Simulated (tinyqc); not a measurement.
Thin (001) film in sp3s* tight binding with raised dangling bonds: one step. Levels of the small film. The numbers come from values chosen for the exercise (near a published set for InAs, fitted to gaps, whose masses and valley positions are rough).

s, pz, s* block (eV):
```
          sa1       za1      *a1       sc2       zc2       *c2       sa3       za3       *a3       sc4       zc4
sa1  -7.05253  -2.50000        0  -2.79500   1.51300         0         0         0         0         0         0
za1  -2.50000   3.41247        0  -2.72350   0.92150  -1.95400         0         0         0         0         0
*a1         0         0  7.39947         0   1.68150         0         0         0         0         0         0
sc2  -2.79500  -2.72350        0  -2.72053         0         0  -2.79500   2.72350         0         0         0
zc2   1.51300   0.92150  1.68150         0   3.72247         0  -1.51300   0.92150  -1.68150         0         0
*c2         0  -1.95400        0         0         0   6.75847         0   1.95400         0         0         0
sa3         0         0        0  -2.79500  -1.51300         0  -9.55253         0         0  -2.79500   1.51300
za3         0         0        0   2.72350   0.92150   1.95400         0   0.91247         0  -2.72350   0.92150
*a3         0         0        0         0  -1.68150         0         0         0   7.39947         0   1.68150
sc4         0         0        0         0         0         0  -2.79500  -2.72350         0  -2.72053         0
zc4         0         0        0         0         0         0   1.51300   0.92150   1.68150         0   3.72247
*c4         0         0        0         0         0         0         0  -1.95400         0         0         0
sa5         0         0        0         0         0         0         0         0         0  -2.79500  -1.51300
za5         0         0        0         0         0         0         0         0         0   2.72350   0.92150
*a5         0         0        0         0         0         0         0         0         0         0  -1.68150

          *c4       sa5      za5       *a5
sa1         0         0        0         0
za1         0         0        0         0
*a1         0         0        0         0
sc2         0         0        0         0
zc2         0         0        0         0
*c2         0         0        0         0
sa3         0         0        0         0
za3  -1.95400         0        0         0
*a3         0         0        0         0
sc4         0  -2.79500  2.72350         0
zc4         0  -1.51300  0.92150  -1.68150
*c4   6.75847         0  1.95400         0
sa5         0  -7.05253  2.50000         0
za5   1.95400   2.50000  3.41247         0
*a5         0         0        0   7.39947
```

u, v block (eV):
```
         ua1       va1       uc2       vc2       ua3       va3       uc4       vc4       ua5      va5
ua1  0.91247         0   3.16150         0         0         0         0         0         0        0
va1        0   5.91247         0  -1.31850         0         0         0         0         0        0
uc2  3.16150         0   3.72247         0  -1.31850         0         0         0         0        0
vc2        0  -1.31850         0   3.72247         0   3.16150         0         0         0        0
ua3        0         0  -1.31850         0   0.91247         0   3.16150         0         0        0
va3        0         0         0   3.16150         0   0.91247         0  -1.31850         0        0
uc4        0         0         0         0   3.16150         0   3.72247         0  -1.31850        0
vc4        0         0         0         0         0  -1.31850         0   3.72247         0  3.16150
ua5        0         0         0         0         0         0  -1.31850         0   5.91247        0
va5        0         0         0         0         0         0         0   3.16150         0  0.91247
```

Problem. Diagonalise both blocks.

Give: levels of the s, pz, s* block; levels of the u, v block.

Solution.

levels of the s, pz, s* block (eV): -12.056  -9.883  -8.787  -4.224  -0.488  1.972  2.543  3.169  3.769  4.271  7.399  7.852  8.118  9.010  9.133

levels of the u, v block (eV): -1.848  -1.848  -0.653  -0.653  4.584  4.584  5.997  5.997  7.103  7.103

No level lies between 0 and the bulk edge 0.415 eV; confinement has widened the gap at zero in-plane momentum to 2.460 eV.

Run: tinyqc, `OMP_NUM_THREADS=1 python tinyqc.py 1451272 1451273 out.jsonl`; Intel(R) Xeon(R) Processor @ 2.30GHz, one thread, shared host; about 0.4 s of CPU time with all checks.
